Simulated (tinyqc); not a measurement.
Composition and strain of an epitaxial Si(1-x)Ge(x) layer from Raman and X-ray peaks: one step, computed by the program tinyqc.

A (001) layer, biaxially strained in the plane. The Raman peaks follow empirical lines omega = w0 + c1 x + c3 x^3 + b eps (c3 for Si-Ge alone), with eps the in-plane strain.

Task: Raman peaks. Insert x and eps in the three lines; the strain part is b eps.

Inputs (values chosen for the exercise, modelled on silicon-germanium):
```
quantity,value,unit
Ge fraction x,0.8,-
Si-Si: w0,520.3,1/cm
Si-Si: c1,-67.9,1/cm
Si-Si: strain coefficient b,-737,1/cm
Si-Ge: w0,399.8,1/cm
Si-Ge: c1,25.7,1/cm
Si-Ge: c3,-33.9,1/cm
Si-Ge: strain coefficient b,-584,1/cm
Ge-Ge: w0,280.2,1/cm
Ge-Ge: c1,18.8,1/cm
Ge-Ge: strain coefficient b,-466,1/cm
```

Substrate: silicon.

in-plane strain eps = -17.98643 per mille

Give: Si-Si peak; Si-Ge peak; Ge-Ge peak; strain parts.

Result:

Si-Si peak = 479.2 1/cm

Si-Ge peak = 413.5 1/cm

Ge-Ge peak = 303.6 1/cm

strain parts (1/cm): Si-Si 13.26, Si-Ge 10.50, Ge-Ge 8.38

Read as unstrained, the Si-Si peak would give x = 0.605 in place of 0.8.
